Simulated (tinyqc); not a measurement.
Worked calculation: Pariser-Parr-Pople SCF with singles CI, for the molecule O=CC1=CC(=O)C=CC1=O (SMILES; centres numbered as the heavy atoms are written). Computed by tinyqc, a small Python program that keeps every step. Settings: charge = 0, gamma = Ohno, start = huckel, damping = 0, iteration cap = 79, excitations kept = 9. Command: `OMP_NUM_THREADS=1 python tinyqc.py 21234 21235 out.jsonl` (the two numbers bound the seeds that draw the settings). One thread of a shared host (Intel(R) Xeon(R) Processor @ 2.60GHz), about 0.01 s of CPU time with the checks. Later iterations appear only in the table of the cycle.

## PPP integrals

Centres (angstrom, eV; a flat drawing with bonds scaled to 1.40 angstrom):
```
centre,x,y,core charge z,W,gamma_rr
1O,-2.9680,-0.7860,1,17.7000,15.2000
2C,-1.6930,-1.3630,1,11.1600,11.1300
3C,-0.5550,-0.5470,1,11.1600,11.1300
4C,0.7200,-1.1250,1,11.1600,11.1300
5C,1.8580,-0.3090,1,11.1600,11.1300
6O,3.1330,-0.8860,1,17.7000,15.2000
7C,1.7200,1.0840,1,11.1600,11.1300
8C,0.4450,1.6620,1,11.1600,11.1300
9C,-0.6930,0.8460,1,11.1600,11.1300
10O,-1.9680,1.4230,1,17.7000,15.2000
```

Resonance integrals (eV):
```
i,j,beta
1,2,-2.6500
2,3,-2.5200
3,4,-2.5200
4,5,-2.5200
5,6,-2.6500
5,7,-2.5200
7,8,-2.5200
8,9,-2.5200
9,10,-2.6500
9,3,-2.5200
```

Ohno: gamma = 14.399645/sqrt(R^2 + a^2), a = 2 x 14.399645/(gamma_rr + gamma_ss); H_rr = -W_r - sum_(s != r) z_s gamma_rs; H_rs = beta for bonds.

repulsion gamma_rs (eV), lower triangle:
```
,1O,2C,3C,4C,5C,6O,7C,8C,9C,10O
1O,15.2000
2C,8.1070,11.1300
3C,5.4132,7.5529,11.1300
4C,3.7288,5.2395,7.5542,11.1300
5C,2.8965,3.6700,5.2395,7.5529,11.1300
6O,2.3320,2.8965,3.7288,5.4132,8.1070,15.2000
7C,2.7883,3.2769,4.6695,5.2393,7.5544,5.4141,11.1300
8C,3.3177,3.6699,5.2393,4.6677,5.2387,3.7287,7.5542,11.1300
9C,4.7905,5.2393,7.5544,5.2387,4.6681,3.3180,5.2395,7.5529,11.1300
10O,5.5313,4.7909,5.4141,3.7287,3.3180,2.5357,3.7288,5.4132,8.1070,15.2000
```

core matrix H (eV), lower triangle:
```
,1O,2C,3C,4C,5C,6O,7C,8C,9C,10O
1O,-56.6053
2C,-2.6500,-55.6030
3C,0.0000,-2.5200,-63.5260
4C,0.0000,0.0000,-2.5200,-59.5232
5C,0.0000,0.0000,0.0000,-2.5200,-59.4052
6O,0.0000,0.0000,0.0000,0.0000,-2.6500,-55.1739
7C,0.0000,0.0000,0.0000,0.0000,-2.5200,0.0000,-56.6250
8C,0.0000,0.0000,0.0000,0.0000,0.0000,0.0000,-2.5200,-57.5424
9C,0.0000,0.0000,-2.5200,0.0000,0.0000,0.0000,0.0000,-2.5200,-62.8684
10O,0.0000,0.0000,0.0000,0.0000,0.0000,0.0000,0.0000,0.0000,-2.6500,-60.2677
```

## Starting guess

pi electrons, sum of z_r less the charge = 10

Orbitals of the Hueckel matrix of the beta values.

P at the start, lower triangle:
```
,1O,2C,3C,4C,5C,6O,7C,8C,9C,10O
1O,1.0000
2C,0.8998,1.0000
3C,0.0000,0.4217,1.0000
4C,-0.3577,0.0000,0.7479,1.0000
5C,0.0000,-0.0500,0.0000,0.4603,1.0000
6O,0.2158,0.0000,-0.2795,0.0000,0.7636,1.0000
7C,0.0782,0.0000,-0.1517,0.0000,0.4369,0.0000,1.0000
8C,0.0000,-0.0194,0.0000,-0.1750,0.0000,-0.3041,0.8237,1.0000
9C,-0.0986,0.0000,0.4022,0.0000,-0.1081,0.0000,0.0000,0.4450,1.0000
10O,0.0000,-0.0986,0.0000,-0.2650,0.0000,0.4469,-0.3186,0.0000,0.7866,1.0000
```

## Iteration 1: Fock matrix

F_rr = H_rr + P_rr gamma_rr / 2 + sum_(s != r) P_ss gamma_rs; F_rs = H_rs - P_rs gamma_rs / 2; E = tr P (H + F) / 2 + core repulsion sum_(r<s) z_r z_s gamma_rs.

F (eV), lower triangle:
```
,1O,2C,3C,4C,5C,6O,7C,8C,9C,10O
1O,-10.1000
2C,-6.2972,-5.5950
3C,0.0000,-4.1124,-5.5950
4C,0.6670,0.0000,-5.3447,-5.5950
5C,0.0000,0.0917,0.0000,-4.2583,-5.5950
6O,-0.2517,0.0000,0.5212,0.0000,-5.7451,-10.1000
7C,-0.1090,0.0000,0.3541,0.0000,-4.1704,0.0000,-5.5950
8C,0.0000,0.0357,0.0000,0.4085,0.0000,0.5670,-5.6311,-5.5950
9C,0.2363,0.0000,-4.0393,0.0000,0.2522,0.0000,0.0000,-4.2006,-5.5950
10O,0.0000,0.2363,0.0000,0.4941,0.0000,-0.5666,0.5941,0.0000,-5.8385,-10.1000
```

pi energy = -149.9425 eV

## Iteration 1: orbitals and new P

Diagonalise F (the basis is taken as orthonormal) and form P = 2 sum c c over the lowest orbitals.

orbital energies (eV): -16.4490  -15.2046  -14.8874  -11.5993  -11.4994  -4.8341  -1.6286  0.8613  1.5827  4.1935

P after iteration 1, lower triangle:
```
,1O,2C,3C,4C,5C,6O,7C,8C,9C,10O
1O,1.3397
2C,0.8710,0.7238
3C,-0.0166,0.3730,0.9662
4C,-0.3073,0.1236,0.8006,0.8906
5C,-0.0518,-0.0160,0.0999,0.3817,0.7755
6O,0.1441,-0.0476,-0.2620,0.0450,0.7902,1.3134
7C,0.0491,-0.0334,-0.1240,-0.0327,0.3755,0.0138,0.9479
8C,0.0309,-0.0239,-0.0467,-0.1303,0.1081,-0.2797,0.8620,0.9515
9C,-0.0666,0.0457,0.3493,0.0881,-0.0409,-0.1076,0.1128,0.3791,0.7671
10O,-0.0046,-0.0661,0.0151,-0.2527,-0.1104,0.3060,-0.2835,0.0183,0.7998,1.3244
```

## Iteration 2: Fock matrix

As before.

F (eV), lower triangle:
```
,1O,2C,3C,4C,5C,6O,7C,8C,9C,10O
1O,-9.8956
2C,-6.1806,-5.1379
3C,0.0448,-3.9285,-7.3654
4C,0.5729,-0.3238,-5.5440,-7.1492
5C,0.0751,0.0294,-0.2618,-3.9613,-5.9959
6O,-0.1680,0.0689,0.4885,-0.1218,-5.8531,-10.6781
7C,-0.0684,0.0548,0.2896,0.0856,-3.9384,-0.0372,-6.9506
8C,-0.0512,0.0439,0.1224,0.3040,-0.2833,0.5215,-5.7757,-6.8439
9C,0.1595,-0.1196,-3.8396,-0.2309,0.0954,0.1785,-0.2956,-3.9516,-5.5571
10O,0.0127,0.1583,-0.0409,0.4711,0.1831,-0.3880,0.5286,-0.0497,-5.8921,-9.9652
```

pi energy = -152.6407 eV

## Iteration 2: orbitals and new P

As before.

orbital energies (eV): -17.3148  -15.5366  -14.7799  -12.8761  -12.0130  -4.8017  -2.0337  0.1192  0.7692  2.9285

P after iteration 2, lower triangle:
```
,1O,2C,3C,4C,5C,6O,7C,8C,9C,10O
1O,1.3604
2C,0.8740,0.6840
3C,-0.0015,0.3422,0.9864
4C,-0.2879,0.1094,0.8300,0.9054
5C,-0.0505,-0.0149,0.0985,0.3524,0.7324
6O,0.1241,-0.0371,-0.2514,0.0374,0.7986,1.3642
7C,0.0376,-0.0272,-0.1109,-0.0242,0.3548,-0.0042,0.9643
8C,0.0283,-0.0176,-0.0455,-0.1115,0.1202,-0.2662,0.8795,0.9417
9C,-0.0542,0.0399,0.3253,0.0781,-0.0346,-0.0866,0.1079,0.3482,0.7355
10O,-0.0142,-0.0537,0.0261,-0.2502,-0.1111,0.2641,-0.2695,0.0297,0.8198,1.3257
```

## Convergence

Stop when output and input P, before any damping, agree to 1e-7.

Course of the cycle:
```
iteration,E (eV),largest |P(out) - P(in)|
1,-149.942464,3.40e-01
2,-152.640747,5.09e-02
3,-152.778911,1.90e-02
4,-152.804019,8.68e-03
5,-152.809039,4.04e-03
6,-152.810084,1.88e-03
7,-152.810309,8.79e-04
8,-152.810358,4.13e-04
9,-152.810370,2.05e-04
10,-152.810372,1.03e-04
11,-152.810373,5.20e-05
12,-152.810373,2.66e-05
13,-152.810373,1.46e-05
14,-152.810373,8.44e-06
15,-152.810373,4.88e-06
16,-152.810373,2.83e-06
17,-152.810373,1.65e-06
18,-152.810373,9.74e-07
19,-152.810373,5.72e-07
20,-152.810373,3.36e-07
21,-152.810373,1.97e-07
22,-152.810373,1.16e-07
23,-152.810373,6.80e-08
```

Converged in 23 iterations.

## Converged orbitals

Charges are z - P_rr.

orbital energies (eV): -17.3471  -15.4980  -14.8937  -13.0589  -12.1843  -4.6619  -2.0550  0.0278  0.6943  2.7872

coefficients:
```
,MO1,MO2,MO3,MO4,MO5,MO6,MO7,MO8,MO9,MO10
1O,0.1544,-0.2829,0.5257,0.4825,0.2713,-0.2029,-0.3532,0.2222,-0.2888,-0.1214
2C,0.2141,-0.2591,0.4197,0.1942,0.0663,0.1338,0.4194,-0.3688,0.5108,0.2795
3C,0.4338,-0.2499,0.2130,-0.3537,-0.2889,0.3352,0.2932,0.1289,-0.3135,-0.4268
4C,0.3712,0.0600,0.2031,-0.4026,-0.3269,-0.3960,-0.4236,-0.3034,-0.0516,0.3427
5C,0.3696,0.4560,0.0704,-0.0105,0.0666,-0.3392,0.0763,0.3667,0.5057,-0.3673
6O,0.2894,0.5627,0.1103,-0.0652,0.5219,0.4213,-0.0541,-0.2028,-0.2612,0.1450
7C,0.2856,0.2238,-0.2021,0.4667,-0.3111,-0.2375,0.4448,0.0844,-0.3912,0.3139
8C,0.2858,0.0054,-0.3226,0.4500,-0.2862,0.2868,-0.3937,-0.3884,0.1664,-0.3377
9C,0.3775,-0.3038,-0.3319,-0.0468,0.1107,0.2808,-0.2101,0.5254,0.1954,0.4510
10O,0.2798,-0.3463,-0.4345,-0.1240,0.5138,-0.4021,0.1680,-0.3103,-0.1090,-0.1886
```

pi charges: 1O -0.3732, 2C 0.3376, 3C -0.0091, 4C 0.0968, 5C 0.2920, 6O -0.3783, 7C 0.0259, 8C 0.0596, 9C 0.2813, 10O -0.3326

## Singles CI, singlets

Over the 9 single excitations with the smallest orbital gaps: A = (e_a - e_i) delta + 2 (ia|jb) - (ij|ab), with (pq|rs) = sum c_mp c_mq gamma_mn c_nr c_ns. f = 2/3 w |mu|^2 in atomic units, mu = sqrt2 sum c_ia sum_m c_mi c_ma R_m.

singlet CI matrix (eV), lower triangle:
```
,5>6,4>6,5>7,3>6,2>6,4>7,5>8,1>6,3>7
5>6,4.6483
4>6,0.0279,3.5663
5>7,-0.1080,-0.2079,5.5219
3>6,-0.0425,0.4589,0.1018,5.7281
2>6,0.0058,-0.3501,-0.0903,0.1059,6.6384
4>7,0.5812,0.1579,-0.0747,-0.3239,-0.1251,6.6025
5>8,-0.0566,-0.0818,-0.1392,-0.1020,-0.1678,0.3669,7.4579
1>6,0.1754,0.1509,-0.0169,0.0471,-0.0416,-0.0431,0.0123,7.7510
3>7,-0.0762,-0.2266,0.2068,-0.2239,-0.0590,0.2135,0.0459,-0.0378,8.1618
```

singlet excitation energies (eV): 3.3801  4.4616  5.4977  5.7300  6.6015  6.7181  7.6446  7.7690  8.2735

oscillator strengths: 0.0106  1.1500  0.0092  0.1130  0.7881  0.8201  0.1320  0.0793  0.1033

## Singles CI, triplets

Over the 9 single excitations with the smallest orbital gaps: A = (e_a - e_i) delta - (ij|ab), with (pq|rs) = sum c_mp c_mq gamma_mn c_nr c_ns.

triplet CI matrix (eV), lower triangle:
```
,5>6,4>6,5>7,3>6,2>6,4>7,5>8,1>6,3>7
5>6,1.5384
4>6,0.0629,2.8853
5>7,0.2220,-0.8590,4.8361
3>6,0.3648,0.4463,-0.0563,4.8666
2>6,-0.2662,-0.2383,-0.0892,-0.4432,4.8221
4>7,-0.8590,-0.1204,-0.1843,-0.4980,0.3287,4.9102
5>8,-0.1876,-0.1880,-0.1037,0.7113,0.7529,0.4081,6.5437
1>6,0.0070,0.3738,0.1870,0.1411,-0.1907,0.4831,-0.0025,6.6266
3>7,-0.0563,-0.4980,-0.0483,-0.2563,0.5144,0.1193,-0.1193,-0.7524,6.9829
```

triplet excitation energies (eV): 1.2958  2.3971  3.8621  4.4202  5.2074  5.5732  6.3567  7.0700  7.8294
